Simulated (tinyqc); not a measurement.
# From transition pressure back to B0 of phase 2

Model: pressure-driven transition between two phases with analytic equations of state. Computed by tinyqc, a small Python program. Command: `OMP_NUM_THREADS=1 python tinyqc.py 3025102 3025103 out.jsonl transition inv`. One thread of a shared host (Intel(R) Xeon(R) Processor @ 2.30GHz), about 0.02 s of CPU time with the checks.

Each phase obeys E = E0 + (9 B0 V0/h^2) {1 + [h (1 - x) - 1] exp(h (1 - x))}, P = 3 B0 (1 - x) x^-2 exp(h (1 - x)), x = (V/V0)^(1/3), h = (3/2)(B' - 1); E0 = 0 for phase 1 and Delta E0 for phase 2. H = E + P V.

Inputs (values chosen for the exercise, for two model phases):
```
quantity                                   value             unit
volume V0 of phase 1                        16.1  angstrom^3/atom
B0 of phase 1                               45.7              GPa
B' of phase 1                               5.06                -
volume V0 of phase 2                        12.8  angstrom^3/atom
B' of phase 2                               5.16                -
energy of phase 2 above phase 1, Delta E0  0.052          eV/atom
```

Equation of state: Vinet.

Constants: 1 eV/angstrom^3 = 160.2176634 GPa.

Method. Start from P = Delta E0/(V0 of phase 1 - V0 of phase 2); at each P solve P(V) = P for both phases and step P(new) = P - (H_2 - H_1)/(V_2 - V_1); stop when |H_2 - H_1| < 1e-10 eV. At the zero-temperature transition the volume change is V_2/V_1 - 1 and the work is P (V_1 - V_2).

Problem. A run gave the result below. Find the B0 of phase 2, known to lie between 35 and 67 GPa.

transition pressure = 2.595746 GPa

Solution.

Each step takes the trial c = (a f_b - b f_a)/(f_b - f_a), f being the result less the target and a, b, c the logarithms of the listed values; c replaces end b, the old b replaces a if the sign of f changed, and otherwise f_a is halved.

Scan of the range:
```
B0 of phase 2 (GPa)  transition pressure (GPa)
35.0                                   2.52204
39.0                                   2.55110
43.5                                   2.57911
48.4                                   2.60516
54.0                                   2.63050
60.1                                   2.65392
67.0                                   2.67633
```

False position (Illinois rule, in the logarithm of the input) inside the bracket:
```
step    end a    end b    trial  transition pressure (GPa)
1     43.5000  48.4000  46.5693                    2.59590
2     43.5000  46.5693  46.5123                    2.59560
3     46.5693  46.5123  46.5401                    2.59575
4     46.5123  46.5401  46.5401                    2.59575
```

Transition pressure rises at every point of a 13-point scan of the range (every second point is shown), so one value fits; it is bracketed by 43.5 and 48.4. Answer: B0 of phase 2 = 46.54 GPa.
